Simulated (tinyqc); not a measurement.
Inside a calculation. Method: Hubbard chain of 4 sites. Computed by tinyqc, a small Python program that keeps every step. Settings: hopping = 1.12, U = 4.1, mixing = 0.5, iteration cap = 71. Command: `OMP_NUM_THREADS=1 python tinyqc.py 20954 20955 out.jsonl` (the two numbers bound the seeds that draw the settings). One thread of a shared host (Intel(R) Xeon(R) Processor @ 2.60GHz), about 0.2 s of CPU time with the checks. Later iterations appear only in the table of the cycle.

## Mean-field iteration 1

one-body matrix (hopping and site energies) (eV), order 1, 2, 3, 4:
$$\begin{pmatrix}
0.010000 & -1.120000 & 0.000000 & 0.000000 \\
-1.120000 & 0.650000 & -1.120000 & 0.000000 \\
0.000000 & -1.120000 & 0.510000 & -1.120000 \\
0.000000 & 0.000000 & -1.120000 & 0.150000
\end{pmatrix}$$

U = 4.100000 eV

electrons, up and down: [2, 1]

mixing = 0.500000

n(up) at the start (a guess, not normalised): 1 0.500000, 2 0.500000, 3 0.500000, 4 0.500000

n(down) at the start (a guess): 1 0.250000, 2 0.250000, 3 0.250000, 4 0.250000

H(up) = T + U n(down), H(down) = T + U n(up); fill the lowest levels; n(new) = n + mixing (n(out) - n); E = tr T (rho up + rho down) + U sum n_up n_down of the output.

levels, up (eV): [-0.368576, 0.529637, 1.960321, 3.298618]

levels, down (eV): [0.656424, 1.554637, 2.985321, 4.323618]

energy = -1.313033 eV

n(up) after iteration 1: 1 0.559307, 2 0.447053, 3 0.473637, 4 0.520002

n(down) after iteration 1: 1 0.223090, 2 0.279050, 3 0.287373, 4 0.210486

## Mean-field iteration 2

As before.

levels, up (eV): [-0.339149, 0.447580, 1.929571, 3.381999]

levels, down (eV): [0.604232, 1.646463, 3.035513, 4.233792]

energy = -1.404645 eV

n(up) after iteration 2: 1 0.603214, 2 0.403545, 3 0.434135, 4 0.559106

n(down) after iteration 2: 1 0.185628, 2 0.309987, 3 0.320396, 4 0.183989

## Mean-field iteration 3

As before.

levels, up (eV): [-0.327688, 0.360080, 1.917834, 3.469774]

levels, down (eV): [0.528548, 1.722564, 3.111291, 4.157597]

energy = -1.482964 eV

n(up) after iteration 3: 1 0.647200, 2 0.360791, 3 0.394888, 4 0.597120

n(down) after iteration 3: 1 0.153499, 2 0.339827, 3 0.349757, 4 0.156917

## Convergence

Each step fills the lowest levels of T + U n(other spin) and sets n(new) = n + mixing (n(out) - n); stop when output and input agree to 1e-8.

Course of the cycle:
```
iteration       E (eV)  largest |n(out) - n(in)|  mean |n_up - n_down|
1          -1.31303261                  1.19e-01              0.250000
2          -1.40464481                  8.78e-02              0.250000
3          -1.48296369                  8.80e-02              0.287553
4          -1.54515182                  7.97e-02              0.345910
5          -1.58905547                  6.92e-02              0.393006
6          -1.61689869                  6.02e-02              0.428962
7          -1.63309902                  4.97e-02              0.455317
8          -1.64195593                  3.92e-02              0.474134
9          -1.64660206                  3.00e-02              0.487367
10         -1.64897881                  2.25e-02              0.496601
11         -1.65017901                  1.66e-02              0.503022
...                ...                       ...                   ...
61         -1.65144376                  3.04e-06              0.517810
62         -1.65144376                  2.63e-06              0.517810
63         -1.65144376                  2.28e-06              0.517810
64         -1.65144376                  1.97e-06              0.517810
65         -1.65144376                  1.71e-06              0.517810
66         -1.65144376                  1.48e-06              0.517810
67         -1.65144376                  1.28e-06              0.517810
68         -1.65144376                  1.10e-06              0.517810
69         -1.65144376                  9.56e-07              0.517810
70         -1.65144376                  8.27e-07              0.517810
71         -1.65144376                  7.16e-07              0.517810
```

Not converged within 71 iterations: the residual falls steadily but slowly, by a factor of about 0.87 a step. The lowest mean-field energy found from random starts is -1.65144 eV. Reruns (cap 100 unless said): mixing 0.2: not converged; mixing 0.9: converged in 54 (E = -1.65144); the original settings with a cap of 400: converged in 101 (E = -1.65144).

## Exact diagonalisation (24 states)

Lowest levels of the sector, and the double occupancy of the lowest state.

lowest levels (eV): [-2.051287, -1.385071, -0.953618, -0.511536, 0.064427, 0.384679]

double occupancy per site = 0.041788

## The lowest level by Lanczos steps

From a random start vector (not printed): a_j = <q_j|H|q_j>, b_j = norm of the remainder after orthogonalising; the Ritz value is the lowest eigenvalue of the tridiagonal matrix of a and b so far.

Lanczos:
```
j   a_j (eV)  b_j (eV)  lowest Ritz value (eV)
1   1.755696  2.891434              1.75569567
2   2.326954  2.498580             -0.86418295
3   2.586399  2.617042             -1.62663610
4   2.937796  2.150335             -1.93782602
5   4.006869  2.114754             -2.00769926
6   0.776389  1.247898             -2.03891322
7   2.063916  2.505809             -2.04617370
8   4.417926  3.031988             -2.04911952
9   4.414412  2.351595             -2.05043183
10  2.043220  1.774638             -2.05099860
```
